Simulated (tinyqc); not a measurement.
# Changing the capture cross section sigma

Model: admittance spectroscopy and thermally stimulated current of one trap level in a depletion layer. Computed by tinyqc, a small Python program. Command: `OMP_NUM_THREADS=1 python tinyqc.py 3112283 3112284 out.jsonl admit sweep`. One thread of a shared host (Intel(R) Xeon(R) Processor @ 2.30GHz), about 0.01 s of CPU time with the checks.

A Schottky junction on n-type material holds one donor-like electron trap; shallow donors are fully ionised and abrupt depletion edges are assumed.

Inputs (values chosen for the exercise, modelled on n-type germanium):
```
quantity                         value    unit
density-of-states mass m         0.534     m_0
shallow doping N               2.5e+15  1/cm^3
trap depth E_t below the band    0.249      eV
test frequency f                  2000      Hz
heating rate beta                 0.44     K/s
```

Constants: k_B = 1.380649e-23 J/K; m_0 = 9.1093837015e-31 kg; h = 6.62607015e-34 J s; k_B = 8.617333262e-05 eV/K.

Method:
- N_c = 2 (2 pi m k_B T/h^2)^(3/2), v_th = sqrt(3 k_B T/m), emission rate e_n = sigma v_th N_c exp(-E_t/(k_B T)).
- Where the level crosses the Fermi level capture equals emission, so the trap follows the signal with the rate 2 e_n; G/omega peaks at omega = 2 e_n (the correction for large N_t/N is left out).
- Solve 2 e_n(T_p) = 2 pi f.
- Thermally stimulated current without retrapping: filled share n(T) = exp(-(1/beta) int e_n dT), current proportional to e_n n; the peak obeys beta (E_t/(k_B T^2) + 2/T) = e_n(T). The integral starts at 0.5 T_m and uses 4000 trapezoid steps to 1.2 T_m.
- Chen's first-order estimate from the full width W = T_2 - T_1 between the half-height points: E = 2.52 k_B T_m^2/W - 2 k_B T_m.

One run for each value:
```
capture cross section sigma (cm^2)  peak temperature T_p (K)  peak temperature T_m (K)  E_t/(k_B T_m)
1.00e-18                                              287.80                    143.81         20.092
1.00e-17                                              241.04                    131.14         22.034
1.00e-16                                              206.65                    120.39         24.001
1.00e-15                                              180.44                    111.17         25.991
1.00e-14                                              159.87                    103.19         28.001
1.00e-13                                              143.34                     96.23         30.028
1.00e-12                                              129.79                     90.10         32.072
```

Over the rows, peak temperature T_p (K) falls from 288 to 130 (exponent d ln y / d ln x -0.077 between the first rows and -0.043 between the last); peak temperature T_m (K) falls from 144 to 90.1 (exponent d ln y / d ln x -0.040 between the first rows and -0.029 between the last); E_t/(k_B T_m) rises from 20.1 to 32.1 (exponent d ln y / d ln x 0.040 between the first rows and 0.029 between the last).

Extremes, crossings and ranges named in words are read from the listed rows.
